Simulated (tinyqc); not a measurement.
# Worked calculation: electron mobility in a silicon inversion layer, empirical terms and Matthiessen rule

Program tinyqc, `OMP_NUM_THREADS=1 python tinyqc.py 2510151 2510152 out.jsonl`; Intel Xeon 2.30GHz, shared host, one thread, about 0.01 s. Printed values are rounded.

Inversion layer of sheet density Ns on a uniformly doped body. The mobility terms are empirical power laws with prefactors chosen for the exercise; adding their inverses (Matthiessen) is itself an approximation.

Parameters, values chosen for the exercise; material values close to those of silicon:
```
symbol    value        unit                                                meaning
T           273           K                                            temperature
Eg          1.1          eV                                               band gap
eps_r      11.8                         relative permittivity of the semiconductor
Nc      2.39e19       cm^-3                 conduction-band density of states at T
Nv      2.29e19       cm^-3                    valence-band density of states at T
Nb       6.5e16       cm^-3                                            body doping
Vsb         0.6           V                                      reverse body bias
eta         0.5              weight of the inversion charge in the effective field
Cox        1.25     uF/cm^2                                       gate capacitance
Ap          381  cm^2/(V s)           phonon-limited mobility at 1 MV/cm and 300 K
As          871  cm^2/(V s)                  roughness-limited mobility at 1 MV/cm
gs            2                                     exponent of the roughness term
Ac         2000  cm^2/(V s)                                      Coulomb prefactor
Nit      1.4e10       cm^-2                                charge at the interface
Ns       8.3e12       cm^-2                                      inversion density
WL           10                                                          ratio W/L
Vd         0.02           V                                          drain voltage
I          92.8          uA                                measured linear current
```

Constants: q = 1.602176634e-19 C, kB = 1.380649e-23 J/K, Vt = kB T/q, eps0 = 8.8541878128e-14 F/cm where lengths are in cm. Results are converted to the units shown.

## Depletion charge and effective field

ni = sqrt(Nc Nv) exp(-Eg/(2 Vt)), Eg in volts; Ndep = sqrt(2 eps0 eps_r Nb (2 Vt ln(Nb/ni) + Vsb)/q); E = q (Ndep + eta Ns)/(eps0 eps_r), in MV/cm.

ni = 1.643302e9 cm^-3
Ndep = 1.098359e12 cm^-2
E = 0.8048282 MV/cm

The depletion charge gives 20.9 % of the field.

## Mobility terms and their sum

With t = T/(300 K): muC = Ac (Ns/1e12 cm^-2) t/(Nb/1e17 cm^-3 + Nit/1e11 cm^-2), muP = Ap E^(-1/3) t^(-1.75), muS = As E^(-gs); 1/mu is the sum of the inverses.

terms (cm^2/(V s)): Coulomb 19121.52, phonon 483.0975, roughness 1344.658
mu = 348.9237 cm^2/(V s)
shares of 1/mu (%): Coulomb 1.824770, phonon 72.22635, roughness 25.94888

The phonon term limits most.

## Iteration 1: inversion density for the measured current

Ns at the start = 1.2e13 cm^-2

I = (W/L) q Ns mu Vd. E = q (Ndep + eta Ns)/(eps0 eps_r) in MV/cm. With t = T/(300 K): muC = Ac (Ns/1e12 cm^-2) t/(Nb/1e17 cm^-3 + Nit/1e11 cm^-2), muP = Ap E^(-1/3) t^(-1.75), muS = As E^(-gs); 1/mu is the sum of the inverses. Ns(new) = I/((W/L) q mu Vd).

E = 1.088523 MV/cm
mu = 271.3185 cm^2/(V s)
Ns after iteration 1 = 1.067402e13 cm^-2

## Iteration 2: inversion density for the measured current

As before.

E = 0.9868548 MV/cm
mu = 296.3545 cm^2/(V s)
Ns after iteration 2 = 9.772283e12 cm^-2

## Course of the iteration: inversion density for the measured current

Stop when Ns changes by less than 1e5 cm^-2, or after 120 iterations.

Course of the iteration:
```
iteration   Ns (cm^-2)  |change| (cm^-2)
1          1.067402e13           1.33e12
2          9.772283e12           9.02e11
3          9.191820e12           5.80e11
4          8.831989e12           3.60e11
5          8.614312e12           2.18e11
6          8.484618e12           1.30e11
7          8.408055e12           7.66e10
8          8.363106e12           4.49e10
9          8.336803e12           2.63e10
...                ...               ...
25         8.299963e12            4.65e6
26         8.299960e12            2.71e6
27         8.299958e12            1.58e6
28         8.299957e12            9.19e5
29         8.299957e12            5.35e5
30         8.299957e12            3.12e5
31         8.299956e12            1.82e5
32         8.299956e12            1.06e5
33         8.299956e12            6.16e4
```

Converged in 33 iterations. At the end each change is about 0.58 times the one before: linear convergence.

## Split C-V extraction

```
point  Vg (V)  Cgc (uF/cm^2)       I (uA)
0         0.1    4.562858e-4  6.967562e-7
1        0.15    0.001973722  1.304063e-5
2         0.2    0.008503243  2.423346e-4
3        0.25     0.03601063  0.004368916
4         0.3      0.1423028   0.06981404
5        0.35      0.4468528    0.7584714
6         0.4      0.8833887     3.932881
7        0.45       1.140693     10.06992
8         0.5       1.222941     17.28583
9        0.55       1.243646     24.40533
10        0.6       1.248527     31.10261
11       0.65       1.249660     37.32998
12        0.7       1.249921     43.10750
```

Q(Vg) is the trapezoid sum of Cgc from the first point (where Q is taken as 0); mu_eff = I/((W/L) Q Vd); mu_FE = (dI/dVg)/((W/L) Cox Vd) with a backward difference. Listed from point 4 on.

```
point  Q (uC/cm^2)  mu_eff (cm^2/(V s))  mu_FE (cm^2/(V s))
4      0.005893358             59.23113            5.235610
5       0.02062225             183.8964            55.09259
6       0.05387829             364.9783            253.9527
7        0.1044803             481.9050            490.9631
8        0.1635712             528.3885            577.2728
9        0.2252359             541.7727            569.5603
10       0.2875402             540.8392            535.7819
11       0.3499949             533.2931            498.1895
12       0.4124844             522.5348            462.2018
```

At the last point mu_FE is 12 % below mu_eff: where the mobility falls with gate voltage the slope of I understates it.
